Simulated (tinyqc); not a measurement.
Levels against field: parabolic quantum dot in a magnetic field (Fock-Darwin).

Two dimensions, V = m w0^2 r^2/2, one valley. hbar wc = 2 muB B/m, W = sqrt(w0^2 + wc^2/4), E(n, l, s) = (2n + |l| + 1) hbar W - l hbar wc/2 + s gs muB B, n = 0, 1, ..., l = 0, +/-1, ..., s = +/-1/2; length lam = sqrt(2c/(m hbar W)), c = hbar^2/2m0.

Constants: muB = 5.788381798e-05 eV/T; hbar^2/2m0 = 3.80998211 eV angstrom^2.

Values chosen for the exercise (near those of a gate-defined dot in InAs; the results hold for these values, not for the real material):
```
symbol  value                                 unit  meaning
m       0.0293                                m0    mass
gs      -8.51                                       g factor
w0      4.2                                   meV   confinement energy hbar w0
Bs      (0, 0.27, 0.53, 0.85, 1.3, 1.9, 2.8)  T     fields
```

Six orbital levels without the Zeeman term.

Levels (meV):
```
B (T)  (0,0)  (0,1)  (0,-1)   (0,2)   (1,0)   (0,3)
0      4.200  8.400   8.400  12.600  12.600  16.800
0.27   4.234  7.934   9.001  11.634  12.701  15.335
0.85   4.523  7.367  10.726  10.211  13.570  13.055
1.3    4.923  7.278  12.414   9.633  14.769  11.987
1.9    5.633  7.512  15.019   9.391  16.899  11.271
2.8    6.945  8.359  19.422   9.773  20.836  11.187
```

Give the missing row, B (T) = 0.53.

Computed row:
```
B (T)  (0,0)  (0,1)  (0,-1)   (0,2)   (1,0)   (0,3)
0.53   4.329  7.610   9.704  10.892  12.986  14.173
```

(0,2) crosses (0,-1) where W = 3 wc/2, that is wc = w0/sqrt(2), B = 0.75 T, and (0,3) crosses it at W = wc, B = 1.23 T. States with n = 0 and l >= 0 draw together into the lowest Landau level: their spacing W - wc/2 shrinks from 4.20 to 1.41 meV, while (0,-1) climbs to 12.48 meV above (0,0).

tinyqc: `OMP_NUM_THREADS=1 python tinyqc.py 1250981 1250982 out.jsonl`; about 0.05 s, one thread, shared Intel(R) Xeon(R) Processor @ 2.30GHz.
